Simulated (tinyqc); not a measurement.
Worked calculation: field-effect mobility of a thin-film transistor with band-tail and deep states (multiple trapping). Computed by tinyqc, a small Python program that keeps every step. Command: `OMP_NUM_THREADS=1 python tinyqc.py 3021557 3021558 out.jsonl tft walk`. One thread of a shared host (Intel(R) Xeon(R) Processor @ 2.30GHz), about 0.09 s of CPU time with the checks. Intermediate numbers are printed to about 6 digits and carried at full precision; extremes and crossings named in words are read from the listed rows.

A thick film in accumulation at small drain voltage. Only free electrons move; trapped ones still screen the gate. N_c and mu_0 are held fixed when T changes, leaving out the T^(3/2) growth of N_c. x = E_0 - psi is the distance of the Fermi level below the band edge.

Inputs (values chosen for the exercise, modelled on amorphous silicon):
```
quantity,value,unit
permittivity eps,11.8,-
effective density of states N_c,2.1e+20,1/cm^3
band mobility mu_0,10,cm^2/(V s)
tail density at the edge g_t,3.4e+21,1/(eV cm^3)
tail width E_t,37,meV
deep-state density g_d,2.3e+17,1/(eV cm^3)
"flat-band Fermi level below the edge, E_0",0.51,eV
equivalent oxide thickness t,37,nm
surface band bending psi_s as a fraction of E_0,1,-
temperature T,300,K
```

Deep states: included.

Constants: k_B = 8.617333262e-05 eV/K; e = 1.602176634e-19 C; eps_0 = 8.8541878128e-12 F/m.

## Free and trapped densities

F_j(eta) = int_0^infinity x^j/(1 + exp(x - eta)) dx, without a gamma-function factor. Integrals over x = E/(k_B T) use 160 Gauss-Legendre points in u = sqrt(x) from 0 to sqrt(max(eta, 0) + 32). Free n(x) = N_c (2/sqrt(pi)) F_1/2(-x/k_B T), with F_1/2 from its two-term series in exp(-x/k_B T) for x >= 12 k_B T; tail n_t(x) = int_0^1.2eV g_t exp(-E/E_t)/(1 + exp((x - E)/k_B T)) dE, E counted down from the edge, 120 Gauss-Legendre points; deep charge g_d psi; space charge rho(psi) = n + n_t + g_d psi less its value at psi = 0.

Local densities at x = 0.4, 0.3, 0.2, 0.15, 0.1, 0.05, 0 and -0.05 eV:
```
x (eV),n (1/cm^3),n_t (1/cm^3),n/(n + n_t)
0.40,4.00419e+13,6.81204e+15,0.005844
0.30,1.91620e+15,9.98037e+16,0.018838
0.20,9.16854e+16,1.40141e+18,0.061406
0.15,6.33675e+17,5.02454e+18,0.111992
0.10,4.35621e+18,1.67426e+19,0.206468
0.05,2.89170e+19,4.72404e+19,0.379700
0.00,1.60681e+20,9.31901e+19,0.632923
-0.05,5.72904e+20,1.18936e+20,0.828087
```

E_t/k_B T = 1.43: deep in the tail n_t follows exp(-x/E_t), more slowly than n, so the free share grows as the Fermi level rises.

## One gate voltage

Poisson: F(psi) = sqrt((2 e/(eps eps_0)) int_0^psi rho dpsi'); V_G - V_FB = psi_s + eps F(psi_s) t/3.9; free sheet density N_f = int (n - n(E_0))/F dpsi; induced sheet density N_i = eps eps_0 F(psi_s)/e; trapezoid rule on 301 even points in psi, the first interval left out of N_f. mu_eff = mu_0 N_f/N_i; field-effect mobility mu_FE = mu_0 e (dN_f/dV_G)/C_ox and swing S = dV_G/dlog10(N_f), by a central difference of +/- 2 mV in psi_s; C_ox = 3.9 eps_0/t.

surface field = 1789.50 kV/cm

V_G - V_FB = 20.5433 V

free sheet density N_f = 4.00679e+12 1/cm^2

induced sheet density N_i = 1.16695e+13 1/cm^2

effective mobility mu_eff = 3.43355 cm^2/(V s)

field-effect mobility mu_FE = 6.30047 cm^2/(V s)

swing S = 25142.3 mV/decade

34 % of the induced charge is free. mu_FE exceeds mu_eff because the free share is still growing with V_G. The swing is 422.37 times the ideal ln(10) k_B T/e. Caution: the oxide field exceeds 5 MV/cm, near the limit of use.

## Transfer curve

The formulas are those given above.

Against the band bending:
```
psi_s (V),V_G - V_FB (V),N_f (1/cm^2),mu_eff (cm^2/(V s)),mu_FE (cm^2/(V s)),S (mV/decade)
0.18,0.6326,4.90430e+08,0.01860,0.05461,355.2
0.26,1.1833,5.45672e+09,0.10145,0.26620,810.7
0.32,2.1213,3.03005e+10,0.28878,0.63761,1879.3
0.37,3.7231,1.17305e+11,0.60057,1.22199,3796.2
0.41,6.0208,3.34946e+11,1.02483,2.02821,6530.7
0.45,9.8585,9.35600e+11,1.70714,3.33822,11083.0
0.48,14.2792,1.97810e+12,2.46090,4.73059,16534.1
0.52,23.1187,4.98975e+12,3.79048,6.79030,29050.1
0.56,36.0611,1.07454e+13,5.19611,8.25647,51442.3
```

The steepest swing among the rows is 355 mV/decade. mu_eff climbs from 0.019 to 5.2, 52 % of mu_0 in the last row. Between rows 6 and 7 N_f scales as (V_G - V_FB - psi_s)^1.95; an exponential tail holding all the charge would give the larger of 1 and 2 E_t/k_B T - 1, here 1.86, and free charge alone 1; charge in deep states makes the exponent larger and lets it vary with V_G. The last row needs an oxide field above 5 MV/cm, near or beyond breakdown.

Checks made by the program: tail integral against adaptive quadrature (relative difference below 1e-10).
